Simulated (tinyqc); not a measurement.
Thermal and gravitational stress in a wafer during furnace and rapid thermal processing, and the onset of slip: one step, computed by the program tinyqc. Command: `OMP_NUM_THREADS=1 python tinyqc.py 3002119 3002120 out.jsonl slip walk`. One thread of a shared host (Intel(R) Xeon(R) Processor @ 2.30GHz), about 0.01 s of CPU time with the checks.

A thin free disc in plane stress, isotropic; T(r) = T_centre + dT (r/R)^n with n = 2. Stress is positive in tension; sigma_SB = 5.670374419e-8 W/(m^2 K^4), g = 9.80665 m/s^2.

Question. Thermal stress. With x = r/R: s_rr = alpha E dT (1 - x^n)/(n + 2), s_tt = alpha E dT [1 - (n + 1) x^n]/(n + 2).

Inputs (values chosen for the exercise, modelled on silicon): Young's modulus E = 146 GPa; expansion alpha = 4.2 1e-6/K; edge less centre temperature dT = 27 K.

Temperature profile: parabolic.

Give: Temperature and stresses at r/R = 0, 0.3, 0.5, 0.7, 0.8, 0.9, 0.95, 1; hoop stress at the edge; r/R where s_tt = 0.

Answer.

Temperature and stresses at r/R = 0, 0.3, 0.5, 0.7, 0.8, 0.9, 0.95, 1:
```
r/R   T - T_centre (K)  s_rr (MPa)  s_tt (MPa)
0.00            0.0000       4.139       4.139
0.30            2.4300       3.767       3.022
0.50            6.7500       3.104       1.035
0.70           13.2300       2.111      -1.945
0.80           17.2800       1.490      -3.808
0.90           21.8700       0.786      -5.919
0.95           24.3675       0.404      -7.068
1.00           27.0000       0.000      -8.278
```

hoop stress at the edge = -8.2782 MPa

r/R where s_tt = 0 = 0.5774

The hot edge is squeezed; the edge stress is n times that at the centre in size.
